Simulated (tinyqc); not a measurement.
Resistance of a tapered via with liner, size effect and interface: one step of the calculation.

A round via whose diameter grows from db at the bottom as D(z) = db + 2 z/tan(ang). The fill, of diameter D - 2 tl, starts above the bottom liner (thickness fb tl) and has rho = rho0 (1 + ks lam/(D - 2 tl)); the sidewall liner conducts in parallel with it. The bottom liner and the interface are crossed over the full area pi db^2/4. Spreading in the lines above and below is left out.

Task. Total resistance. R_fill = sum of the slices; R_bottom = rl fb tl/(pi db^2/4); R_interface = ri/(pi db^2/4); ballistic (Sharvin) limit 1/(Sb pi (db - 2 tl)^2/4); ideal cylinder rho0 hv/(pi db^2/4).

Parameters, values chosen for the exercise; fill metal close to cobalt:
```
symbol    value      unit                                               meaning
db          9.4        nm                                diameter at the bottom
hv           23        nm                                                height
rho0       6.11   uohm cm                          bulk resistivity of the fill
tl          1.7        nm                                 liner on the sidewall
fb            1                   liner at the bottom over that on the sidewall
rl          320   uohm cm                              resistivity of the liner
ri      6.6e-12  ohm cm^2                   interface resistivity at the bottom
Sb         1e15     S/m^2  ballistic conductance per area, about 3/(4 rho0 lam)
```

| slice | slice resistance (ohm) |
|---|---|
| 0 | 8.7969718 |
| 1 | 7.8624562 |
| 2 | 7.0627412 |
| 3 | 6.3738932 |
| 4 | 5.7769397 |
| 5 | 5.2567075 |
| 6 | 4.8009620 |
| 7 | 4.3997618 |
| 8 | 4.0449701 |
| 9 | 3.7298821 |

Wanted: parts; R; shares; ballistic limit; ideal cylinder.

Result.

parts (ohm): fill 58.11, bottom liner 78.39, interface 9.510
R = 146.0 ohm
shares (%): fill 39.80, bottom liner 53.69, interface 6.51
ballistic limit = 35.37 ohm
ideal cylinder = 20.25 ohm

The bottom liner is the largest part, and R is 7.21 times the ideal cylinder. With 2000 slices R = 146.04 ohm.

tinyqc, about 0.01 s, one thread, Intel Xeon 2.30GHz (shared host): `OMP_NUM_THREADS=1 python tinyqc.py 2750021 2750022 out.jsonl`
